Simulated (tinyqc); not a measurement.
## Gate voltage for a given inversion charge

Inverse problem. p-type body, charge-sheet picture, depletion and inversion only, full ionisation (an idealisation for deep acceptors), Boltzmann statistics (rough once Na exp(x - xn) passes about Nc/7). In units of Vt: xg = (Vg - Vfb)/Vt, x = psi/Vt, G = gamma/sqrt(Vt), xn = (2 phiF + Vc)/Vt. The implicit equation is (xg - x)^2 = G^2 [x - 1 + exp(x - xn)] for x above about 3. Cox = eps0 eox/tox. ni = sqrt(Nc Nv) exp(-Eg/(2 Vt)), Eg in volts; phiF = Vt ln(Na/ni); gamma = sqrt(2 q eps0 eps_r Na)/Cox. N_inv = (Cox Vt G/q) [sqrt(x - 1 + exp(x - xn)) - sqrt(x - 1)]. Find x - xn, psi and Vg.

Inputs (values chosen for the exercise); band and dielectric values close to those of silicon: temperature T = 400 K; band gap Eg = 1.13 eV; relative permittivity eps_r = 11.8; conduction-band density of states at T Nc = 4.33e19 cm^-3; valence-band density of states at T Nv = 4.05e19 cm^-3; relative permittivity of the gate insulator (close to aluminium oxide) eox = 8.95; insulator thickness tox = 30 nm; acceptor density Na = 1.1e18 cm^-3; flat-band voltage Vfb = -0.6 V; channel-body voltage Vc = 0 V.

Constants: q = 1.602176634e-19 C, kB = 1.380649e-23 J/K, Vt = kB T/q, eps0 = 8.8541878128e-14 F/cm where lengths are in cm. Results are converted to the units shown.

N_inv = 1.4e10 cm^-2

Answer. N_inv rises steadily with x, so it fixes x; the implicit equation then gives xg directly.

x - xn = -1.657
psi = 0.8220 V
Vg = 2.269 V

Program tinyqc, `OMP_NUM_THREADS=1 python tinyqc.py 2122187 2122188 out.jsonl`; Intel Xeon 2.30GHz, shared host, one thread, about 0.01 s.
